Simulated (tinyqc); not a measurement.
RHF in the 6-31g basis, for He, spin multiplicity 1, step by step. Computed by tinyqc, a small Python program that keeps every step (integrals from PySCF). Settings: charge = 0, multiplicity = 1, basis = 6-31g, energy threshold = 1e-10, iteration cap = 54, orthogonalisation = symmetric, start = Wolfsberg-Helmholz matrix, DIIS depth = 3, DIIS from iteration = 3, method = RHF. Command: `OMP_NUM_THREADS=1 python tinyqc.py 21724 21725 out.jsonl` (the two numbers bound the seeds that draw the settings). One thread of a shared host (Intel(R) Xeon(R) Processor @ 2.60GHz), about 0.03 s of CPU time with the checks. Later iterations appear only in the table of the cycle.

## One-electron integrals

Geometry (angstrom):
```
atom         x         y         z
He    0.000000  0.000000  0.000000
```

Basis 6-31g: exponents (1/bohr^2) and contraction coefficients of normalised primitives:
```
element  l (shell)   exponent  coefficient
He           s (1)  38.421634     0.040140
He           s (1)   5.778030     0.261246
He           s (1)   1.241774     0.793185
He           s (2)   0.297964     1.000000
```

Overlap, kinetic and nuclear-attraction integrals over the contracted functions; the nuclear repulsion is the sum of Za Zb / Rab.

nuclear repulsion = 0 hartree

overlap S, order 1He 1s, 1He 2s:
$$\begin{pmatrix}
1.000000 & 0.634148 \\
0.634148 & 1.000000
\end{pmatrix}$$

kinetic energy T (hartree), order 1He 1s, 1He 2s:
$$\begin{pmatrix}
2.925655 & 0.467227 \\
0.467227 & 0.446946
\end{pmatrix}$$

nuclear attraction V (hartree), order 1He 1s, 1He 2s:
$$\begin{pmatrix}
-4.805281 & -2.013636 \\
-2.013636 & -1.742136
\end{pmatrix}$$

core Hamiltonian H = T + V (hartree), order 1He 1s, 1He 2s:
$$\begin{pmatrix}
-1.879626 & -1.546409 \\
-1.546409 & -1.295190
\end{pmatrix}$$

## Two-electron integrals

Functions are numbered as in S; the eight-fold symmetry (ij|kl) = (ji|kl) = (kl|ij) leaves the list below.

Two-electron integrals (ij|kl) in chemists' order, unique and non-zero (hartree):
```
(11|11) 1.543936   (21|11) 0.785447   (21|21) 0.427025   (22|11) 0.803952
(22|21) 0.476190   (22|22) 0.615938
```

## Orthogonalisation

S = U s U^T; symmetric (Loewdin) form X = U s^(-1/2) U^T, so that X^T S X = 1.

eigenvalues of S: [0.365852, 1.634148]

X, order 1He 1s, 1He 2s:
$$\begin{pmatrix}
1.217774 & -0.435508 \\
-0.435508 & 1.217774
\end{pmatrix}$$

## Starting guess

The start is the generalised Wolfsberg-Helmholz matrix (K = 1.75) built on H; D = 2 C_occ C_occ^T.

D at the start, order 1He 1s, 1He 2s:
$$\begin{pmatrix}
1.027271 & 0.541719 \\
0.541719 & 0.285669
\end{pmatrix}$$

## Iteration 1: building the Fock matrix

J_ij = sum D_kl (ij|kl), K_ij = sum D_kl (ik|jl); F = H + J - 0.5 K; E = tr D H + tr D J / 2 - 0.25 tr D K + E_nn.

Coulomb J (hartree), order 1He 1s, 1He 2s:
$$\begin{pmatrix}
2.666688 & 1.405555 \\
1.405555 & 1.517753
\end{pmatrix}$$

exchange K (hartree), order 1He 1s, 1He 2s:
$$\begin{pmatrix}
2.559012 & 1.609744 \\
1.609744 & 1.130547
\end{pmatrix}$$

Fock matrix F (hartree), order 1He 1s, 1He 2s:
$$\begin{pmatrix}
-0.492444 & -0.945726 \\
-0.945726 & -0.342710
\end{pmatrix}$$

total energy of this density = -2.80236538 hartree

## Iteration 1: diagonalisation and new density

Diagonalise F' = X^T F X, C = X C', fill 1 alpha and 1 beta electrons from the bottom; D = 2 C_occ C_occ^T. Each column has its largest component positive (the first on a tie).

F' = X^T F X (hartree):
$$\begin{pmatrix}
0.207850 & -1.138935 \\
-1.138935 & 0.401502
\end{pmatrix}$$

orbital energies (hartree): MO1 -0.838368, MO2 1.447720

coefficients C, order 1He 1s, 1He 2s:
$$\begin{pmatrix}
0.602207 & -1.144547 \\
0.503089 & 1.191446
\end{pmatrix}$$

D after iteration 1, order 1He 1s, 1He 2s:
$$\begin{pmatrix}
0.725307 & 0.605928 \\
0.605928 & 0.506198
\end{pmatrix}$$

## Iteration 2: building the Fock matrix

As before.

Coulomb J (hartree), order 1He 1s, 1He 2s:
$$\begin{pmatrix}
2.478634 & 1.328229 \\
1.328229 & 1.471971
\end{pmatrix}$$

exchange K (hartree), order 1He 1s, 1He 2s:
$$\begin{pmatrix}
2.287835 & 1.556620 \\
1.556620 & 1.198584
\end{pmatrix}$$

Fock matrix F (hartree), order 1He 1s, 1He 2s:
$$\begin{pmatrix}
-0.544910 & -0.996490 \\
-0.996490 & -0.422510
\end{pmatrix}$$

total energy of this density = -2.85482734 hartree

## Iteration 2: diagonalisation and new density

As before.

F' = X^T F X (hartree):
$$\begin{pmatrix}
0.168755 & -1.153698 \\
-1.153698 & 0.327055
\end{pmatrix}$$

orbital energies (hartree): MO1 -0.908505, MO2 1.404315

coefficients C, order 1He 1s, 1He 2s:
$$\begin{pmatrix}
0.592852 & -1.149421 \\
0.512790 & 1.187303
\end{pmatrix}$$

D after iteration 2, order 1He 1s, 1He 2s:
$$\begin{pmatrix}
0.702947 & 0.608017 \\
0.608017 & 0.525908
\end{pmatrix}$$

## Iteration 3: building the Fock matrix

As before.

Coulomb J (hartree), order 1He 1s, 1He 2s:
$$\begin{pmatrix}
2.463240 & 1.321837 \\
1.321837 & 1.468125
\end{pmatrix}$$

exchange K (hartree), order 1He 1s, 1He 2s:
$$\begin{pmatrix}
2.265012 & 1.551015 \\
1.551015 & 1.203166
\end{pmatrix}$$

Fock matrix F (hartree), order 1He 1s, 1He 2s:
$$\begin{pmatrix}
-0.548892 & -1.000080 \\
-1.000080 & -0.428648
\end{pmatrix}$$

total energy of this density = -2.85515850 hartree

## Iteration 3: diagonalisation and new density

As before.

F' = X^T F X (hartree):
$$\begin{pmatrix}
0.165493 & -1.154336 \\
-1.154336 & 0.321006
\end{pmatrix}$$

orbital energies (hartree): MO1 -0.913702, MO2 1.400202

coefficients C, order 1He 1s, 1He 2s:
$$\begin{pmatrix}
0.592140 & -1.149788 \\
0.513526 & 1.186985
\end{pmatrix}$$

D after iteration 3, order 1He 1s, 1He 2s:
$$\begin{pmatrix}
0.701259 & 0.608158 \\
0.608158 & 0.527417
\end{pmatrix}$$

## Iteration 6 (converged): orbitals

converged F (hartree), order 1He 1s, 1He 2s:
$$\begin{pmatrix}
-0.549218 & -1.000372 \\
-1.000372 & -0.429150
\end{pmatrix}$$

As before.

F' = X^T F X (hartree):
$$\begin{pmatrix}
0.165224 & -1.154385 \\
-1.154385 & 0.320508
\end{pmatrix}$$

orbital energies (hartree): MO1 -0.914127, MO2 1.399859

coefficients C, order 1He 1s, 1He 2s:
$$\begin{pmatrix}
0.592081 & -1.149818 \\
0.513586 & 1.186959
\end{pmatrix}$$

D after iteration 6, order 1He 1s, 1He 2s:
$$\begin{pmatrix}
0.701120 & 0.608169 \\
0.608169 & 0.527541
\end{pmatrix}$$

## Convergence

Stop when the energy changes by less than 1e-10 hartree and every element of the error matrix X^T (F D S - S D F) X is below 3e-06.

Course of the cycle:
```
iteration  E (hartree)     change  largest element of the error matrix
1          -2.80236538          -                             4.68e-01
2          -2.85482734  -5.25e-02                             3.77e-02
3          -2.85515850  -3.31e-04                             2.87e-03
4          -2.85516042  -1.91e-06                             2.17e-04
5          -2.85516043  -1.10e-08                             4.78e-09
6          -2.85516043   4.44e-16                             2.19e-09
```

PySCF RHF in the same basis = -2.85516043 hartree

Converged in 6 iterations.

## Populations

Mulliken: Z minus the diagonal of D S on the atom; Loewdin: the same with S^(1/2) D S^(1/2).

Charges (e):
```
atom  Mulliken  Loewdin
1He          0        0
```
